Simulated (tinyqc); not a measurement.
From results back to parameters: band edges of strained Si(1-x)Ge(x) on relaxed Si(1-y)Ge(y). Four cases, with inputs chosen for the exercise.

Problem. A layer on a (001) buffer has its Delta valleys split into the four in the plane and the two along z: E(Delta4) - E(Delta2) = XuD (e_par - e_perp), e_perp = -2 (C12/C11) e_par, e_par = (a(y) - a(x))/a(x). The splitting is given; find the strain and the Ge fraction y of the buffer.

Values are linear in the Ge fraction but for ED(x) = linear - CD x (1 - x) and a(x) = linear - Ca x (1 - x). Energies are on the common scale of Ev.

Case 1.

Values chosen (end members near Si and Ge, in this order; shifted at random, so the results belong to these values and not to a real crystal): a = (5.432, 5.661) angstrom (lattice constant); Ca = 0 angstrom (bowing of the lattice constant); XuD = (9, 9.43) eV (uniaxial potential, Delta); C11 = (164, 127.1) GPa; C12 = (64.7, 48.7) GPa; x = 0.57 (Ge fraction of the layer).

E(Delta4) - E(Delta2) = -0.385624 eV

Case 2.

Values chosen (end members near Si and Ge, in this order; shifted at random, so the results belong to these values and not to a real crystal): a = (5.424, 5.664) angstrom (lattice constant); Ca = 0.023 angstrom (bowing of the lattice constant); XuD = (8.92, 9.59) eV (uniaxial potential, Delta); C11 = (167.8, 128.1) GPa; C12 = (64.2, 47.8) GPa; x = 0.58 (Ge fraction of the layer).

E(Delta4) - E(Delta2) = -0.392821 eV

Case 3.

Values chosen (end members near Si and Ge, in this order; shifted at random, so the results belong to these values and not to a real crystal): a = (5.437, 5.665) angstrom (lattice constant); Ca = 0.025 angstrom (bowing of the lattice constant); XuD = (9.29, 9.31) eV (uniaxial potential, Delta); C11 = (164.4, 129.4) GPa; C12 = (63.7, 48.5) GPa; x = 0.43 (Ge fraction of the layer).

E(Delta4) - E(Delta2) = -0.272911 eV

Case 4.

Values chosen (end members near Si and Ge, in this order; shifted at random, so the results belong to these values and not to a real crystal): a = (5.434, 5.663) angstrom (lattice constant); Ca = 0.027 angstrom (bowing of the lattice constant); XuD = (8.86, 9.72) eV (uniaxial potential, Delta); C11 = (164.9, 126.8) GPa; C12 = (63.6, 48) GPa; x = 0.84 (Ge fraction of the layer).

E(Delta4) - E(Delta2) = -0.270233 eV

Find: e_par; a(y); y.

Solution. e_par = splitting/(XuD (1 + 2 C12/C11)) with the values at x; a(y) = a(x)(1 + e_par); a(y) rises steadily with y, so one root lies in the range.

Case 1.

e_par = -0.02347
a(y) = 5.4320 angstrom
y = 0

Case 2.

e_par = -0.02404
a(y) = 5.4240 angstrom
y = 0

Case 3.

e_par = -0.01662
a(y) = 5.4370 angstrom
y = 0

Case 4.

e_par = -0.01602
a(y) = 5.5326 angstrom
y = 0.460

Computed by tinyqc, one run a case: `OMP_NUM_THREADS=1 python tinyqc.py N N+1 out.jsonl` with N = 1080984, 1081055, 1081066, 1081099; one thread of a shared Intel(R) Xeon(R) Processor @ 2.30GHz, about 0.02 s a run at most.
